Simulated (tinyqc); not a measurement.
Off-state leakage of single and stacked transistors: two steps of the calculation.

n-channel devices of unit width. Subthreshold current I(Vg, Vs, Vd) = I0 (T/300 K)^0.5 exp[(Vg - Vs - VT(T) - gb (Vs - Vb) + dd (Vd - Vs))/(nf Vt)] (1 - exp(-(Vd - Vs)/Vt)), VT(T) = VT - cT (T - 300 K). Gate-edge tunnelling Ig (Vd/1 V) exp(ag (Vd - 1 V)), for a gate at 0 V, and band-to-band leakage Ab u exp(-Bb/u), u = Vd - Vb + 1 V, flow at a drain held at V; both are taken as independent of T. In a stack of off transistors (all gates at 0 V) the same subthreshold current passes through each.

Inputs (values chosen for the exercise); values of the order met in bulk silicon logic transistors:
- T = 300 K (temperature)
- V = 0.8 V (supply voltage)
- VT = 0.27 V (threshold at 300 K, zero drain and body bias)
- cT = 0.5 mV/K (fall of the threshold with temperature)
- I0 = 0.54 uA/um (current at threshold at 300 K)
- nf = 1.52 (slope factor)
- dd = 0.08 (drain-induced lowering per volt)
- gb = 0.13 (rise of the threshold per volt of source-body bias)
- Ig = 0.0008 uA/um (gate-edge tunnelling current at 1 V)
- ag = 5.4 1/V (exponential slope of the gate current)
- Ab = 200 uA/(um V) (prefactor of band-to-band leakage at the drain)
- Bb = 28 V (its exponential voltage)
- Vb = 0 V (body voltage)

Constants: q = 1.602176634e-19 C, kB = 1.380649e-23 J/K, Vt = kB T/q. Results are converted to the units shown.

Task 1. Leakage of one transistor. Vg = Vs = 0, Vd = V; effective threshold VT(T) - gb Vb - dd V.

Give: effective threshold; parts; total; shares.

Result 1.

effective threshold = 0.20600 V
parts (nA/um): subthreshold 2.8553, gate edge 0.21734, band-to-band 0.063185
total = 3.1358 nA/um
shares (%): subthreshold 91.054, gate edge 6.9309, band-to-band 2.0149

The subthreshold part is the largest.

Task 2. New Vx. Stack of two, Vx the node between them: I_low = I(0, 0, Vx), I_up = I(0, Vx, V), f = ln(I_up/I_low), f' = -(1 + gb + 2 dd)/(nf Vt) - 1/(Vt (exp(Vx/Vt) - 1)) - 1/(Vt (exp((V - Vx)/Vt) - 1)), Vx(new) = Vx - f/f'.

Vx after iteration 1 = 0.053643087 V

Give: I_low; I_up; f; f'; Vx after iteration 2.

Result 2.

I_low = 0.5464 nA/um
I_up = 0.5474 nA/um
f = 0.001845
f' = -38.38 1/V
Vx after iteration 2 = 0.05369 V

Program tinyqc, `OMP_NUM_THREADS=1 python tinyqc.py 2242011 2242012 out.jsonl`; Intel Xeon 2.30GHz, shared host, one thread, about 0.04 s.
